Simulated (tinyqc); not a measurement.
# Fully depleted semiconductor-on-insulator film with two gates, non-linear Poisson equation by Newton steps: what changes with what

One dimension across the film, front interface at x = 0, back interface at x = ts. psi is counted from the intrinsic level, n = ni exp(psi/Vt) (source grounded), holes neglected, acceptors ionised. Gates act through Cox = eps0 eox/tox and Cbox = 3.9 eps0/tb with potentials G1 = Vg - (phiM - chi - Vt ln(Nc/ni)) and G2 = Vb - (phiB - chi - Vt ln(Nc/ni)). Classical Boltzmann densities, no interface charge, no depletion in the back plane.

Values chosen for this exercise; band and dielectric values close to those of In0.53Ga0.47As: temperature T = 250 K; band gap Eg = 0.743 eV; relative permittivity eps_r = 14.1; conduction-band density of states at T Nc = 1.57e17 cm^-3; valence-band density of states at T Nv = 5.74e18 cm^-3; electron affinity chi = 4.47 eV; relative permittivity of the gate insulator (close to silicon dioxide) eox = 3.9; insulator thickness tox = 0.92 nm; film thickness ts = 12 nm; buried-oxide thickness (eps_r 3.9) tb = 38 nm; acceptor density of the film Na = 9.8e16 cm^-3; work function of the front gate phiM = 4.95 eV; work function of the back plane phiB = 4.97 eV; back-gate voltage Vb = 0 V.

Constants: q = 1.602176634e-19 C, kB = 1.380649e-23 J/K, Vt = kB T/q, eps0 = 8.8541878128e-14 F/cm where lengths are in cm. Results are converted to the units shown.

Each table varies one quantity; the others keep the values above.

## Charge against front-gate voltage

ni = sqrt(Nc Nv) exp(-Eg/(2 Vt)), Eg in volts. The Poisson equation eps0 eps_r d2psi/dx2 = q (n + Na), with -eps0 eps_r dpsi/dx = Cox (G1 - psi) at x = 0 and eps0 eps_r dpsi/dx = Cbox (G2 - psi) at x = ts, is solved on 300 equal intervals with half boxes at both ends; N_inv is the trapezoid sum of n. Swing = ln 10/(d ln N_inv/dVg); the last column is (dN_inv/dVb)/(dN_inv/dVg).

Charge against front-gate voltage:
columns A: Vg (V); B: psi front (V); C: psi back (V); D: N_inv (cm^-2); E: centroid/ts; F: swing (mV/decade); G: q dN_inv/dVg over Cox; H: back/front leverage
```
A           B        C        D       E       F        G       H
0.11  -0.0448  -0.0630   2.91e3   0.429    52.5  5.45e-9  0.0587
0.26    0.102   0.0720   2.12e6   0.385    52.3  3.97e-6  0.0549
0.41    0.249    0.207   1.57e9   0.344    52.4  0.00294  0.0513
0.56    0.379    0.312  3.94e11   0.263     106    0.364  0.0412
0.71    0.441    0.331  2.46e12   0.152     329    0.734  0.0301
0.86    0.471    0.334  5.27e12   0.103     611    0.848  0.0269
1.01    0.489    0.335  8.34e12  0.0786     915    0.897  0.0256
1.16    0.503    0.336  1.15e13  0.0640  1.23e3    0.922  0.0250
1.31    0.513    0.336  1.48e13  0.0542  1.55e3    0.938  0.0246
```

What does the table show?

N_inv passes 1e11 cm^-2 at Vg = 0.511 V. The swing starts at 52.5 mV a decade, against (1 + k) Vt ln 10 = 50.7 for a front channel with k = Cs Cbox/(Cox (Cs + Cbox)) = 0.0223, Cs = eps0 eps_r/ts; above threshold this column is no longer a subthreshold swing. The centroid falls from 0.429 to 0.0542 of ts and the leverage of the back gate falls from 0.0587 to 0.0246. For Vg = 0.56, 0.71, 0.86, 1.01, 1.16, 1.31 the density at an interface exceeds 0.3 Nc, where Boltzmann statistics fail. For Vg = 0.71, 0.86, 1.01, 1.16, 1.31 the classical centroid lies within 3 nm of an interface, where confinement, left out, would push it away.

## Threshold and coupling against the back-gate voltage

VT is the Vg for N_inv = 1e11 cm^-2; -dVT/dVb from the linearised equation. Limits with Cs = eps0 eps_r/ts: front channel Cs Cbox/(Cox (Cs + Cbox)), back channel Cbox (Cox + Cs)/(Cox Cs). Swing at N_inv = 1e8 cm^-2.

The same in every row: front-channel limit = 0.0223; back-channel limit = 0.112.

Threshold and coupling against the back-gate voltage:
```
Vb (V)  VT (V)  centroid/ts at VT  -dVT/dVb  swing (mV/decade)
-3       0.612             0.0710    0.0281               51.0
-2.25    0.590             0.0890    0.0295               51.1
-1.5     0.567              0.119    0.0320               51.3
-0.75    0.542              0.179    0.0367               51.6
0        0.511              0.305    0.0468               52.2
0.75     0.469              0.522    0.0646               53.3
1.5      0.413              0.729    0.0837               54.1
2.25     0.346              0.841    0.0952               54.5
3        0.272              0.892     0.101               54.7
```

As Vb goes from -3 to 3, VT falls from 0.612 to 0.272 V, the centroid rises from 0.0710 to 0.892 of ts and -dVT/dVb rises from 0.0281 to 0.101. The coupling covers 6.50 % of the way from the front-channel to the back-channel limit in the first row and 87.8 % in the last. A positive back bias draws the electrons to the back interface, where the back gate has more leverage and the front gate less, so the swing worsens.

tinyqc, about 0.7 s, one thread, Intel Xeon 2.30GHz (shared host): `OMP_NUM_THREADS=1 python tinyqc.py 2190119 2190120 out.jsonl`
